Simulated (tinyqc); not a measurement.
## Delta-doped HEMT, charge control: effect of the temperature

A two-dimensional electron gas of density ns under a barrier. EF and the subbands are counted from the conduction-band edge of the channel at the interface. Two subbands of a triangular well with an infinite wall, parabolic band, no carriers in the barrier.

Fully depleted barrier with eb = ebr: Vp = q ND (d - ds)/(eps0 eb); donors per area ND; Voff = phiB - dEc - Vp. F = q (eta ns + Nb)/(eps0 ec) in eV/nm; E_k = a_k (C F^2/me)^(1/3), a_0 = 2.338107, a_1 = 4.087949, C = hbar^2/(2 m0); D = me m0 q/(pi hbar^2); ns = D Vt [ln(1 + exp((EF - E_0)/Vt)) + ln(1 + exp((EF - E_1)/Vt))], which gives EF = E_0 + Vt ln{2 s/[(1 + u) + sqrt((1 + u)^2 + 4 u s)]} with s = exp(ns/(D Vt)) - 1, u = exp((E_0 - E_1)/Vt). Charge control: ns + Nb = eps0 eb (Vg - Voff - EF)/(q d). Gate capacitance C = q dns/dVg = eps0 eb/(d + dd), dd = (eps0 eb/q) dEF/dns.

Inputs (values chosen for the exercise); material values close to those of AlGaAs on GaAs:

| symbol | value | unit | meaning |
|---|---|---|---|
| d | 20 | nm | barrier thickness from gate to channel |
| ds | 4.6 | nm | undoped spacer next to the channel |
| me | 0.067 | m0 | electron mass in the channel |
| ec | 13.2 |  | relative permittivity of the channel |
| ebr | 11.9 |  | relative permittivity of the barrier |
| phiB | 0.977 | eV | barrier height of the gate |
| dEc | 0.225 | eV | conduction-band offset |
| ND | 3.5e12 | cm^-2 | sheet density of the donor plane at ds from the channel |
| eta | 0.5 |  | share of ns that counts in the confining field |
| Nb | 0 | cm^-2 | depletion charge of the buffer |
| Vg | 0.26 | V | gate voltage |

Constants: q = 1.602176634e-19 C, kB = 1.380649e-23 J/K, hbar = 1.054571817e-34 J s, m0 = 9.1093837015e-31 kg, Vt = kB T/q, eps0 = 8.8541878128e-14 F/cm where lengths are in cm, hbar^2/(2 m0) = 0.0380998212 eV nm^2. Results are converted to the units shown.

The same in every row: Voff (V) = -0.067603.

Result of one run:
```
ns (cm^-2)	EF (eV)	EF - E_0 (eV)	second subband (%)	dd (nm)	C (uF/cm^2)	EF/dEc
7.9921e11	0.084547	0.024352	8.3150	5.9708	0.40571	0.37576
```

Which temperature T gave this result: 20, 150, 220 or 300 K?

T = 150 K.

The whole series:
```
T (K)	ns (cm^-2)	EF (eV)	EF - E_0 (eV)	second subband (%)	dd (nm)	C (uF/cm^2)	EF/dEc
20	7.8844e11	0.087823	0.028170	4.3190e-4	5.6668	0.41051	0.39033
77	7.8995e11	0.087363	0.027634	1.7301	5.7075	0.40986	0.38828
150	7.9921e11	0.084547	0.024352	8.3150	5.9708	0.40571	0.37576
220	8.1431e11	0.079954	0.019004	14.314	6.3331	0.40012	0.35535
300	8.3676e11	0.073128	0.011062	19.599	6.7701	0.39359	0.32501
400	8.7017e11	0.062968	-7.3912e-4	24.335	7.2911	0.38608	0.27986
500	9.0766e11	0.051566	-0.013958	27.693	7.7637	0.37951	0.22918
```

As T goes from 20 to 500, ns rises from 7.88e11 to 9.08e11 cm^-2, EF falls from 0.0878 to 0.0516 eV and C falls from 0.411 to 0.380 uF/cm^2. Voff stays at -0.0676 V. The second subband holds over 20 % for T = 400, 500, where the higher subbands left out would add electrons. For T = 400, 500 the band minimum in the barrier comes within 3 Vt of EF or below it, so the barrier is no longer depleted and takes electrons that the model puts in the channel.

Computed by the program tinyqc: `OMP_NUM_THREADS=1 python tinyqc.py 2180037 2180038 out.jsonl`, one thread of a shared Intel Xeon 2.30GHz, about 0.01 s for the whole run.
